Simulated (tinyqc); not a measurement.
MP2 on RHF in the sto-3g basis, frozen core, for BeH2, spin multiplicity 1, step by step. Computed by tinyqc, a small Python program that keeps every step (integrals from PySCF). Settings: charge = 0, multiplicity = 1, basis = sto-3g, method = RHF, frozen orbitals = 1, energy threshold = 1e-10, iteration cap = 90, orthogonalisation = canonical, start = core, DIIS depth = 6. Command: `OMP_NUM_THREADS=1 python tinyqc.py 30626 30627 out.jsonl` (the two numbers bound the seeds that draw the settings). One thread of a shared host (Intel(R) Xeon(R) Processor @ 2.60GHz), about 0.1 s of CPU time with the checks. The early iterations of the SCF are left out here.

## One-electron integrals

Geometry (angstrom):
```
atom         x          y         z
Be    0.000000   0.000000  0.000000
H     0.000000   1.434000  0.142000
H     0.000000  -1.434000  0.142000
```

Basis sto-3g: exponents (1/bohr^2) and contraction coefficients of normalised primitives:
```
element  l (shell)   exponent  coefficient
Be           s (1)  30.167871     0.154329
Be           s (1)   5.495115     0.535328
Be           s (1)   1.487193     0.444635
Be           s (2)   1.314833    -0.099967
Be           s (2)   0.305539     0.399513
Be           s (2)   0.099371     0.700115
Be           p (3)   1.314833     0.155916
Be           p (3)   0.305539     0.607684
Be           p (3)   0.099371     0.391957
H            s (1)   3.425251     0.154329
H            s (1)   0.623914     0.535328
H            s (1)   0.168855     0.444635
```

Overlap, kinetic and nuclear-attraction integrals over the contracted functions; the nuclear repulsion is the sum of Za Zb / Rab.

nuclear repulsion = 3.12231653 hartree

overlap S, order 1Be 1s, 1Be 2s, 1Be 2px, 1Be 2py, 1Be 2pz, 2H 1s, 3H 1s:
$$\begin{pmatrix}
1.000000 & 0.259517 & 0.000000 & 0.000000 & 0.000000 & 0.055631 & 0.055631 \\
0.259517 & 1.000000 & 0.000000 & 0.000000 & 0.000000 & 0.419746 & 0.419746 \\
0.000000 & 0.000000 & 1.000000 & 0.000000 & 0.000000 & 0.000000 & 0.000000 \\
0.000000 & 0.000000 & 0.000000 & 1.000000 & 0.000000 & 0.493395 & -0.493395 \\
0.000000 & 0.000000 & 0.000000 & 0.000000 & 1.000000 & 0.048858 & 0.048858 \\
0.055631 & 0.419746 & 0.000000 & 0.493395 & 0.048858 & 1.000000 & 0.024037 \\
0.055631 & 0.419746 & 0.000000 & -0.493395 & 0.048858 & 0.024037 & 1.000000
\end{pmatrix}$$

kinetic energy T (hartree), order 1Be 1s, 1Be 2s, 1Be 2px, 1Be 2py, 1Be 2pz, 2H 1s, 3H 1s:
$$\begin{pmatrix}
6.693975 & -0.033012 & 0.000000 & 0.000000 & 0.000000 & -0.014624 & -0.014624 \\
-0.033012 & 0.211111 & 0.000000 & 0.000000 & 0.000000 & 0.054401 & 0.054401 \\
0.000000 & 0.000000 & 0.660592 & 0.000000 & 0.000000 & 0.000000 & 0.000000 \\
0.000000 & 0.000000 & 0.000000 & 0.660592 & 0.000000 & 0.160579 & -0.160579 \\
0.000000 & 0.000000 & 0.000000 & 0.000000 & 0.660592 & 0.015901 & 0.015901 \\
-0.014624 & 0.054401 & 0.000000 & 0.160579 & 0.015901 & 0.760032 & -0.007776 \\
-0.014624 & 0.054401 & 0.000000 & -0.160579 & 0.015901 & -0.007776 & 0.760032
\end{pmatrix}$$

nuclear attraction V (hartree), order 1Be 1s, 1Be 2s, 1Be 2px, 1Be 2py, 1Be 2pz, 2H 1s, 3H 1s:
$$\begin{pmatrix}
-15.295544 & -2.089848 & 0.000000 & 0.000000 & -0.003068 & -0.446340 & -0.446340 \\
-2.089848 & -3.011770 & 0.000000 & 0.000000 & -0.026889 & -1.197551 & -1.197551 \\
0.000000 & 0.000000 & -2.923335 & 0.000000 & 0.000000 & 0.000000 & 0.000000 \\
0.000000 & 0.000000 & 0.000000 & -3.131595 & 0.000000 & -1.374085 & 1.374085 \\
-0.003068 & -0.026889 & 0.000000 & 0.000000 & -2.925377 & -0.138768 & -0.138768 \\
-0.446340 & -1.197551 & 0.000000 & -1.374085 & -0.138768 & -2.872381 & -0.080539 \\
-0.446340 & -1.197551 & 0.000000 & 1.374085 & -0.138768 & -0.080539 & -2.872381
\end{pmatrix}$$

core Hamiltonian H = T + V (hartree), order 1Be 1s, 1Be 2s, 1Be 2px, 1Be 2py, 1Be 2pz, 2H 1s, 3H 1s:
$$\begin{pmatrix}
-8.601569 & -2.122861 & 0.000000 & 0.000000 & -0.003068 & -0.460964 & -0.460964 \\
-2.122861 & -2.800659 & 0.000000 & 0.000000 & -0.026889 & -1.143150 & -1.143150 \\
0.000000 & 0.000000 & -2.262743 & 0.000000 & 0.000000 & 0.000000 & 0.000000 \\
0.000000 & 0.000000 & 0.000000 & -2.471003 & 0.000000 & -1.213506 & 1.213506 \\
-0.003068 & -0.026889 & 0.000000 & 0.000000 & -2.264785 & -0.122867 & -0.122867 \\
-0.460964 & -1.143150 & 0.000000 & -1.213506 & -0.122867 & -2.112349 & -0.088316 \\
-0.460964 & -1.143150 & 0.000000 & 1.213506 & -0.122867 & -0.088316 & -2.112349
\end{pmatrix}$$

## Two-electron integrals

Functions are numbered as in S; the eight-fold symmetry (ij|kl) = (ji|kl) = (kl|ij) leaves the list below.

Two-electron integrals (ij|kl) in chemists' order, unique and non-zero (hartree):
```
(11|11) 2.298831    (21|11) 0.392036    (21|21) 0.079539    (22|11) 0.570988
(22|21) 0.143041    (22|22) 0.417683    (31|31) 0.014607    (32|31) 0.021888
(32|32) 0.092265    (33|11) 0.569578    (33|21) 0.143083    (33|22) 0.417589
(33|33) 0.449859    (41|41) 0.014607    (42|41) 0.021888    (42|42) 0.092265
(43|43) 0.024249    (44|11) 0.569578    (44|21) 0.143083    (44|22) 0.417589
(44|33) 0.401360    (44|44) 0.449859    (51|51) 0.014607    (52|51) 0.021888
(52|52) 0.092265    (53|53) 0.024249    (54|54) 0.024249    (55|11) 0.569578
(55|21) 0.143083    (55|22) 0.417589    (55|33) 0.401360    (55|44) 0.401360
(55|55) 0.449859    (61|11) 0.083036    (61|21) 0.016837    (61|22) 0.030529
(61|33) 0.030311    (61|41) 0.001487    (61|42) 0.002801    (61|44) 0.030975
(61|51) 0.000147    (61|52) 0.000277    (61|54) 0.000066    (61|55) 0.030318
(61|61) 0.003739    (62|11) 0.198509    (62|21) 0.050441    (62|22) 0.160081
(62|33) 0.154047    (62|41) 0.006581    (62|42) 0.040086    (62|44) 0.171830
(62|51) 0.000652    (62|52) 0.003969    (62|54) 0.001761    (62|55) 0.154221
(62|61) 0.011812    (62|62) 0.090736    (63|31) 0.004670    (63|32) 0.021759
(63|43) 0.006972    (63|53) 0.000690    (63|63) 0.008429    (64|11) 0.210917
(64|21) 0.054256    (64|22) 0.180597    (64|33) 0.169893    (64|41) 0.010698
(64|42) 0.062338    (64|44) 0.201647    (64|51) 0.000597    (64|52) 0.004018
(64|54) 0.002454    (64|55) 0.170067    (64|61) 0.013288    (64|62) 0.116521
(64|64) 0.154731    (65|11) 0.020886    (65|21) 0.005373    (65|22) 0.017883
(65|33) 0.016823    (65|41) 0.000597    (65|42) 0.004018    (65|44) 0.018587
(65|51) 0.004729    (65|52) 0.022157    (65|54) 0.007147    (65|55) 0.018221
(65|61) 0.001316    (65|62) 0.011538    (65|64) 0.014487    (65|65) 0.009863
(66|11) 0.364950    (66|21) 0.094415    (66|22) 0.335533    (66|33) 0.311195
(66|41) 0.014570    (66|42) 0.114153    (66|44) 0.383236    (66|51) 0.001443
(66|52) 0.011304    (66|54) 0.007134    (66|55) 0.311902    (66|61) 0.022706
(66|62) 0.240726    (66|64) 0.328435    (66|65) 0.032523    (66|66) 0.774606
(71|11) 0.083036    (71|21) 0.016837    (71|22) 0.030529    (71|33) 0.030311
(71|41) -0.001487   (71|42) -0.002801   (71|44) 0.030975    (71|51) 0.000147
(71|52) 0.000277    (71|54) -0.000066   (71|55) 0.030318    (71|61) 0.003415
(71|62) 0.009977    (71|64) 0.010334    (71|65) 0.001120    (71|66) 0.018441
(71|71) 0.003739    (72|11) 0.198509    (72|21) 0.050441    (72|22) 0.160081
(72|33) 0.154047    (72|41) -0.006581   (72|42) -0.040086   (72|44) 0.171830
(72|51) 0.000652    (72|52) 0.003969    (72|54) -0.001761   (72|55) 0.154221
(72|61) 0.009977    (72|62) 0.047549    (72|64) 0.048852    (72|65) 0.005967
(72|66) 0.093198    (72|71) 0.011812    (72|72) 0.090736    (73|31) 0.004670
(73|32) 0.021759    (73|43) -0.006972   (73|53) 0.000690    (73|63) 0.003516
(73|73) 0.008429    (74|11) -0.210917   (74|21) -0.054256   (74|22) -0.180597
(74|33) -0.169893   (74|41) 0.010698    (74|42) 0.062338    (74|44) -0.201647
(74|51) -0.000597   (74|52) -0.004018   (74|54) 0.002454    (74|55) -0.170067
(74|61) -0.010334   (74|62) -0.048852   (74|64) -0.048322   (74|65) -0.006036
(74|66) -0.094590   (74|71) -0.013288   (74|72) -0.116521   (74|74) 0.154731
(75|11) 0.020886    (75|21) 0.005373    (75|22) 0.017883    (75|33) 0.016823
(75|41) -0.000597   (75|42) -0.004018   (75|44) 0.018587    (75|51) 0.004729
(75|52) 0.022157    (75|54) -0.007147   (75|55) 0.018221    (75|61) 0.001120
(75|62) 0.005967    (75|64) 0.006036    (75|65) 0.004248    (75|66) 0.011959
(75|71) 0.001316    (75|72) 0.011538    (75|74) -0.014487   (75|75) 0.009863
(76|11) 0.014926    (76|21) 0.003696    (76|22) 0.010477    (76|33) 0.010309
(76|44) 0.010776    (76|51) 0.000096    (76|52) 0.000466    (76|55) 0.010340
(76|61) 0.000793    (76|62) 0.004142    (76|64) 0.004742    (76|65) 0.000576
(76|66) 0.008936    (76|71) 0.000793    (76|72) 0.004142    (76|74) -0.004742
(76|75) 0.000576    (76|76) 0.000269    (77|11) 0.364950    (77|21) 0.094415
(77|22) 0.335533    (77|33) 0.311195    (77|41) -0.014570   (77|42) -0.114153
(77|44) 0.383236    (77|51) 0.001443    (77|52) 0.011304    (77|54) -0.007134
(77|55) 0.311902    (77|61) 0.018441    (77|62) 0.093198    (77|64) 0.094590
(77|65) 0.011959    (77|66) 0.184492    (77|71) 0.022706    (77|72) 0.240726
(77|74) -0.328435   (77|75) 0.032523    (77|76) 0.008936    (77|77) 0.774606
```

## Orthogonalisation

S = U s U^T; canonical form X = U s^(-1/2), so that X^T S X = 1. Each column of U has its largest component positive (the first on a tie).

eigenvalues of S: [0.290111, 0.384961, 0.935104, 1.000000, 1.011636, 1.685851, 1.692337]

X, order 1Be 1s, 1Be 2s, 1Be 2px, 1Be 2py, 1Be 2pz, 2H 1s, 3H 1s:
$$\begin{pmatrix}
0.000000 & -0.356769 & 0.874565 & 0.000000 & -0.354792 & 0.000000 & 0.253124 \\
0.000000 & 1.163774 & -0.106312 & 0.000000 & -0.062558 & 0.000000 & 0.523672 \\
0.000000 & 0.000000 & 0.000000 & 1.000000 & 0.000000 & 0.000000 & 0.000000 \\
1.301458 & 0.000000 & 0.000000 & 0.000000 & 0.000000 & 0.549267 & 0.000000 \\
0.000000 & 0.117939 & 0.394712 & 0.000000 & 0.913798 & 0.000000 & 0.049911 \\
-0.936258 & -0.742328 & -0.262141 & 0.000000 & 0.108812 & 0.381758 & 0.353627 \\
0.936258 & -0.742328 & -0.262141 & 0.000000 & 0.108812 & -0.381758 & 0.353627
\end{pmatrix}$$

## Iteration 7 (converged): orbitals

converged F (hartree), order 1Be 1s, 1Be 2s, 1Be 2px, 1Be 2py, 1Be 2pz, 2H 1s, 3H 1s:
$$\begin{pmatrix}
-4.522145 & -1.288546 & 0.000000 & 0.000000 & 0.002282 & -0.284916 & -0.284916 \\
-1.288546 & -0.613370 & 0.000000 & 0.000000 & -0.020058 & -0.379160 & -0.379160 \\
0.000000 & 0.000000 & 0.213558 & 0.000000 & 0.000000 & 0.000000 & 0.000000 \\
0.000000 & 0.000000 & 0.000000 & -0.192309 & 0.000000 & -0.319284 & 0.319284 \\
0.002282 & -0.020058 & 0.000000 & 0.000000 & 0.210942 & -0.024953 & -0.024953 \\
-0.284916 & -0.379160 & 0.000000 & -0.319284 & -0.024953 & -0.272586 & -0.031500 \\
-0.284916 & -0.379160 & 0.000000 & 0.319284 & -0.024953 & -0.031500 & -0.272586
\end{pmatrix}$$

Diagonalise F' = X^T F X, C = X C', fill 3 alpha and 3 beta electrons from the bottom; D = 2 C_occ C_occ^T. Each column has its largest component positive (the first on a tie).

F' = X^T F X (hartree):
$$\begin{pmatrix}
0.807799 & 0.000000 & 0.000000 & 0.000000 & 0.000000 & 0.045987 & 0.000000 \\
0.000000 & 0.342919 & 0.513266 & 0.000000 & -0.200626 & 0.000000 & 0.215684 \\
0.000000 & 0.513266 & -3.002480 & 0.000000 & 1.417290 & 0.000000 & -1.477697 \\
0.000000 & 0.000000 & 0.000000 & 0.213558 & 0.000000 & 0.000000 & 0.000000 \\
0.000000 & -0.200626 & 1.417290 & 0.000000 & -0.414684 & 0.000000 & 0.676157 \\
0.045987 & 0.000000 & 0.000000 & 0.000000 & 0.000000 & -0.396089 & 0.000000 \\
0.000000 & 0.215684 & -1.477697 & 0.000000 & 0.676157 & 0.000000 & -1.260701
\end{pmatrix}$$

orbital energies (hartree): MO1 -4.525552, MO2 -0.438496, MO3 -0.397843, MO4 0.208641, MO5 0.213558, MO6 0.420460, MO7 0.809553

coefficients C, order 1Be 1s, 1Be 2s, 1Be 2px, 1Be 2py, 1Be 2pz, 2H 1s, 3H 1s:
$$\begin{pmatrix}
0.991786 & -0.217137 & 0.000000 & 0.047431 & 0.000000 & -0.221496 & 0.000000 \\
0.031657 & 0.580901 & 0.000000 & -0.206267 & 0.000000 & 1.123754 & 0.000000 \\
0.000000 & 0.000000 & 0.000000 & 0.000000 & 1.000000 & 0.000000 & 0.000000 \\
0.000000 & 0.000000 & 0.499262 & 0.000000 & 0.000000 & 0.000000 & 1.321448 \\
-0.000052 & 0.022966 & 0.000000 & 0.977836 & 0.000000 & 0.224800 & 0.000000 \\
-0.003519 & 0.392191 & 0.417167 & 0.092402 & 0.000000 & -0.770907 & -0.921026 \\
-0.003519 & 0.392191 & -0.417167 & 0.092402 & 0.000000 & -0.770907 & 0.921026
\end{pmatrix}$$

D after iteration 7, order 1Be 1s, 1Be 2s, 1Be 2px, 1Be 2py, 1Be 2pz, 2H 1s, 3H 1s:
$$\begin{pmatrix}
2.061576 & -0.189475 & 0.000000 & 0.000000 & -0.010078 & -0.177298 & -0.177298 \\
-0.189475 & 0.676897 & 0.000000 & 0.000000 & 0.026679 & 0.455426 & 0.455426 \\
0.000000 & 0.000000 & 0.000000 & 0.000000 & 0.000000 & 0.000000 & 0.000000 \\
0.000000 & 0.000000 & 0.000000 & 0.498525 & 0.000000 & 0.416551 & -0.416551 \\
-0.010078 & 0.026679 & 0.000000 & 0.000000 & 0.001055 & 0.018015 & 0.018015 \\
-0.177298 & 0.455426 & 0.000000 & 0.416551 & 0.018015 & 0.655709 & -0.040403 \\
-0.177298 & 0.455426 & 0.000000 & -0.416551 & 0.018015 & -0.040403 & 0.655709
\end{pmatrix}$$

## Convergence

Stop when the energy changes by less than 1e-10 hartree and every element of the error matrix X^T (F D S - S D F) X is below 3e-06.

Course of the cycle:
```
iteration   E (hartree)     change  largest element of the error matrix
1          -14.95706795          -                             7.88e-01
2          -15.54098367  -5.84e-01                             6.45e-02
3          -15.54405379  -3.07e-03                             5.41e-03
4          -15.54412438  -7.06e-05                             1.27e-03
5          -15.54412805  -3.67e-06                             3.68e-05
6          -15.54412805  -3.33e-09                             6.12e-06
7          -15.54412805  -2.76e-11                             6.90e-08
```

PySCF RHF in the same basis = -15.54412805 hartree

Converged in 7 iterations.

## Integrals over molecular orbitals

(pq|rs) = sum C_ip C_jq C_kr C_ls (ij|kl), one index at a time.

one-electron integrals over orbitals h = C^T H C (hartree):
$$\begin{pmatrix}
-8.590066 & 0.215414 & 0.000000 & -0.049346 & 0.000000 & 0.195232 & 0.000000 \\
0.215414 & -2.383110 & 0.000000 & 0.014555 & 0.000000 & -0.211149 & 0.000000 \\
0.000000 & 0.000000 & -2.331378 & 0.000000 & 0.000000 & 0.000000 & -0.296791 \\
-0.049346 & 0.014555 & 0.000000 & -2.254826 & 0.000000 & -0.050822 & 0.000000 \\
0.000000 & 0.000000 & 0.000000 & 0.000000 & -2.262743 & 0.000000 & 0.000000 \\
0.195232 & -0.211149 & 0.000000 & -0.050822 & 0.000000 & -1.913759 & 0.000000 \\
0.000000 & 0.000000 & -0.296791 & 0.000000 & 0.000000 & 0.000000 & -1.841082
\end{pmatrix}$$

Two-electron integrals over orbitals (pq|rs), unique and non-zero (hartree); the lowest 1 orbital is frozen and left out:
```
(22|22) 0.387313    (32|32) 0.161582    (33|22) 0.399617    (33|33) 0.422665
(42|22) 0.009478    (42|33) 0.010154    (42|42) 0.048414    (43|32) 0.012638
(43|43) 0.015127    (44|22) 0.359463    (44|33) 0.345822    (44|42) -0.025469
(44|44) 0.452952    (52|52) 0.048252    (53|53) 0.013563    (54|52) -0.008878
(54|54) 0.025593    (55|22) 0.361452    (55|33) 0.346307    (55|42) -0.008736
(55|44) 0.400372    (55|55) 0.449859    (62|22) -0.018099   (62|33) -0.042628
(62|42) -0.003687   (62|44) 0.054406    (62|55) 0.059398    (62|62) 0.079894
(63|32) -0.092105   (63|43) -0.010469   (63|63) 0.083330    (64|22) 0.002916
(64|33) -0.003285   (64|42) 0.040421    (64|44) -0.003694   (64|55) 0.006668
(64|62) 0.020444    (64|64) 0.044978    (65|52) 0.046218    (65|54) -0.005850
(65|65) 0.049067    (66|22) 0.389471    (66|33) 0.398906    (66|42) 0.024269
(66|44) 0.355262    (66|55) 0.361708    (66|62) -0.025354   (66|64) 0.014770
(66|66) 0.411347    (72|32) -0.041822   (72|43) -0.011171   (72|63) 0.060815
(72|72) 0.056755    (73|22) -0.002921   (73|33) -0.019109   (73|42) -0.015800
(73|44) 0.064267    (73|55) 0.064650    (73|62) 0.074029    (73|64) 0.008993
(73|66) -0.023078   (73|73) 0.084871    (74|32) -0.026446   (74|43) 0.011506
(74|63) 0.015957    (74|72) 0.004426    (74|74) 0.021470    (75|53) 0.013498
(75|75) 0.016737    (76|32) 0.138534    (76|43) 0.014010    (76|63) -0.090880
(76|72) -0.051435   (76|74) -0.022472   (76|76) 0.133908    (77|22) 0.413596
(77|33) 0.431247    (77|42) 0.002118    (77|44) 0.385612    (77|55) 0.384246
(77|62) -0.027123   (77|64) -0.005929   (77|66) 0.422050    (77|73) -0.002850
(77|77) 0.470413
```

## Second-order Moller-Plesset energy

Hartree-Fock energy = -15.54412805 hartree

E2 = sum_ijab (ia|jb) [2 (ia|jb) - (ib|ja)] / (e_i + e_j - e_a - e_b) over occupied i, j and virtual a, b; the opposite-spin part is (ia|jb)^2 / denominator, the rest is same-spin, and SCS-MP2 scales them by 6/5 and 1/3.

Terms:
```
i  j  a  b    (ia|jb)    (ib|ja)  denominator       term
3  3  6  6   0.083330   0.083330    -1.636606  -0.004243
2  2  6  6   0.079894   0.079894    -1.717912  -0.003716
3  2  7  6   0.074029   0.060815    -2.066352  -0.003126
2  3  6  7   0.074029   0.060815    -2.066352  -0.003126
3  3  7  7   0.084871   0.084871    -2.414793  -0.002983
2  2  4  4   0.048414   0.048414    -1.294274  -0.001811
2  2  5  5   0.048252   0.048252    -1.304108  -0.001785
2  3  7  6   0.060815   0.074029    -2.066352  -0.001401
3  2  6  7   0.060815   0.074029    -2.066352  -0.001401
2  2  7  7   0.056755   0.056755    -2.496098  -0.001290
3  3  4  4   0.015127   0.015127    -1.212968  -0.000189
3  2  7  4  -0.015800  -0.011171    -1.854533  -0.000174
2  3  4  7  -0.015800  -0.011171    -1.854533  -0.000174
3  3  5  5   0.013563   0.013563    -1.222802  -0.000150
3  3  4  6  -0.010469  -0.010469    -1.424787  -0.000077
3  3  6  4  -0.010469  -0.010469    -1.424787  -0.000077
2  3  7  4  -0.011171  -0.015800    -1.854533  -0.000039
3  2  4  7  -0.011171  -0.015800    -1.854533  -0.000039
2  2  4  6  -0.003687  -0.003687    -1.506093  -0.000009
2  2  6  4  -0.003687  -0.003687    -1.506093  -0.000009
```

Pair energies (hartree; pair i-j sums ij and ji):
```
pair  opposite spin  same spin
2-2       -0.008620          0
3-2       -0.009288  -0.000192
3-3       -0.007719          0
```

MP2 correlation energy = -0.02581902 hartree

SCS-MP2 correlation energy = -0.03081633 hartree

MP2 total energy = -15.56994707 hartree
